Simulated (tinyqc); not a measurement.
Worked calculation: inversion-layer mobility, back-scattering and ballistic limit of a field-effect transistor. Computed by tinyqc, a small Python program that keeps every step. Command: `OMP_NUM_THREADS=1 python tinyqc.py 3003975 3003976 out.jsonl mos walk`. One thread of a shared host (Intel(R) Xeon(R) Processor @ 2.30GHz), about 0.01 s of CPU time with the checks. Intermediate numbers are printed to about 7 digits and carried at full precision; extremes and crossings named in words are read from the listed rows.

The charge at the top of the source barrier is fixed by the gate; series resistance and short-channel effects are left out. F_j are Fermi integrals normalised to exp(eta) in the classical limit.

Inputs (values chosen for the exercise, modelled on a strained silicon n-channel):
```
quantity                                     value        unit
transport mass m                               0.2         m_0
valley degeneracy g_v                            2           -
weight w of the inversion charge               0.5           -
permittivity eps                              11.7           -
phonon mobility at 1 MV/cm and 300 K, mu_ph    650  cm^2/(V s)
roughness mobility at 1 MV/cm, mu_sr          1900  cm^2/(V s)
Coulomb mobility at N_inv = 1e12/cm^2, mu_C    770  cm^2/(V s)
electrical oxide thickness t_inv               1.3          nm
depletion charge N_dep                       1e+12      1/cm^2
gate overdrive V_G - V_T                     0.046           V
drain voltage V_D                             0.76           V
channel length L                                15          nm
exponent a of the critical length             0.77           -
temperature T                                  400           K
```

Statistics at the top of the barrier: non-degenerate.

Constants: eps_0 = 8.8541878128e-12 F/m; e = 1.602176634e-19 C; m_0 = 9.1093837015e-31 kg; k_B = 1.380649e-23 J/K; hbar = 1.054571817e-34 J s; k_B = 8.617333262e-05 eV/K.

## Charge and field

N_inv = 3.9 eps_0 (V_G - V_T)/(e t_inv); effective field E_eff = e (N_dep + w N_inv)/(eps eps_0).

inversion density N_inv = 7.626362e+11 1/cm^2

effective field E_eff = 0.2136336 MV/cm

## Effective mobility

mu_phonon = mu_ph (E_eff/1 MV/cm)^(-0.3) (T/300 K)^(-1.75); mu_rough = mu_sr (E_eff/1 MV/cm)^(-2); mu_Coulomb = mu_C (N_inv/1e12 cm^-2) (T/300 K); Matthiessen's rule adds 1/mu.

phonon part = 624.2660 cm^2/(V s)

roughness part = 41630.78 cm^2/(V s)

Coulomb part = 782.9732 cm^2/(V s)

effective mobility mu = 344.4612 cm^2/(V s)

The phonon part is the lowest and holds 55 % of 1/mu.

## Ballistic limit

Non-degenerate: every F_j(eta) is replaced by exp(eta). Ballistic channel: N_2D = g_v m k_B T/(pi hbar^2), U = e V_D/(k_B T); eta_F solves N_inv = (N_2D/2)[F_0(eta_F) + F_0(eta_F - U)]; v_T = sqrt(2 k_B T/(pi m)); I/W = e (N_2D/2) v_T [F_1/2(eta_F) - F_1/2(eta_F - U)]; injection velocity v_T F_1/2(eta_F)/F_0(eta_F).

N_2D = 5.759570e+12 1/cm^2

eta_F = -1.328690

thermal velocity v_T = 1.389160 1e7 cm/s

injection velocity = 1.389160 1e7 cm/s

ballistic current I/W = 169.7384 microampere/micrometre

## Back-scattering

Mean free path lambda = (2 k_B T/e)(mu/v_T) F_0(eta_0)/F_-1/2(eta_0), with eta_0 from N_inv = N_2D F_0(eta_0); critical length l = L (1 + U)^(-a), an empirical rule; back-scattering r = l/(l + lambda). Then eta solves N_inv = (N_2D/2)[(1 + r) F_0(eta) + (1 - r) F_0(eta - U)] and I/W = e (N_2D/2) v_T (1 - r)[F_1/2(eta) - F_1/2(eta - U)]. Ballistic ratio: I over the ballistic current. Apparent mobility 1/(1/mu + 1/mu_B), mu_B = mu L/lambda.

eta_0 = -2.021837

mean free path lambda = 17.09429 nm

critical length l = 1.339230 nm

back-scattering coefficient r = 0.07265191

current I/W = 146.7452 microampere/micrometre

ballistic ratio = 0.8645378

apparent low-field mobility = 160.9918 cm^2/(V s)

L/lambda = 0.88, but at this drain voltage only the first 1.34 nm can return a carrier to the source, so the device works at 86 % of its ballistic limit. Caution: the current exceeds the long-channel drift law, so the empirical rule for l, meant for short channels, is too generous here.

## Channel length

The last column is the long-channel law e N_inv mu V/L with V = V_D - V_D^2/(2 V_ov) below pinch-off and V_ov/2 above, V_ov = V_G - V_T.

Currents (microampere/micrometre):
```
L (nm)          r       I/W  ballistic ratio  long-channel law
5       0.0254500  161.3131        0.9503633          193.6092
10      0.0496367  153.6847        0.9054212           96.8046
20      0.0945788  140.4054        0.8271869           48.4023
40      0.1728131  119.7167        0.7053016           24.2011
80      0.2946984   92.4669        0.5447613           12.1006
160     0.4552387   63.5407        0.3743450            6.0503
400     0.6762880   32.7786        0.1931124            2.4201
1000    0.8393036   14.8297        0.0873681            0.9680
```

The current scales as L^-0.87 at the long end and as L^-0.07 at the short end, where it reaches 95 % of the ballistic 170. The long-channel law passes the ballistic limit between 5.00 and 10.0 nm and has no meaning below. At 1000 nm the model gives 15.32 times the long-channel law; the rule for l is a fit for short devices and fails wherever the model exceeds that law. Raising mu by 10 % at 20 nm raises I by 1.6 %.

## The mobility curve

The formulas are those given above.

Mobilities (cm^2/(V s)):
```
V_G - V_T (V)  N_inv (1/cm^2)  E_eff (MV/cm)    phonon  roughness   Coulomb     total
0.03             4.973714e+11       0.193121  643.4605   50944.31    510.63  283.1198
0.06             9.947429e+11       0.231582  609.3390   35427.70   1021.27  377.5690
0.12             1.989486e+12       0.308505  559.1029   19963.11   2042.54  429.5055
0.20             3.315810e+12       0.411069  512.9748   11244.06   3404.23  428.7978
0.35             5.802667e+12       0.603377  457.1870    5218.86   5957.40  392.6558
0.50             8.289524e+12       0.795685  420.7734    3001.04   8510.58  353.6949
0.75             1.243429e+13       1.116198  380.1441    1525.01  12765.87  297.2077
1.00             1.657905e+13       1.436710  352.4194     920.48  17021.16  251.0880
1.50             2.486857e+13       2.077736  315.4957     440.12  25531.73  182.4524
```

The lowest part is Coulomb at 0.0300, phonon from 0.0600 to 1.50 V. The total peaks at 430 near E_eff = 0.31 MV/cm: screening lifts it at low density and the field presses it down at high density.

Checks made by the program: long channel and small V_D against the drift formula e N mu V_D/L (relative difference 8e-05).
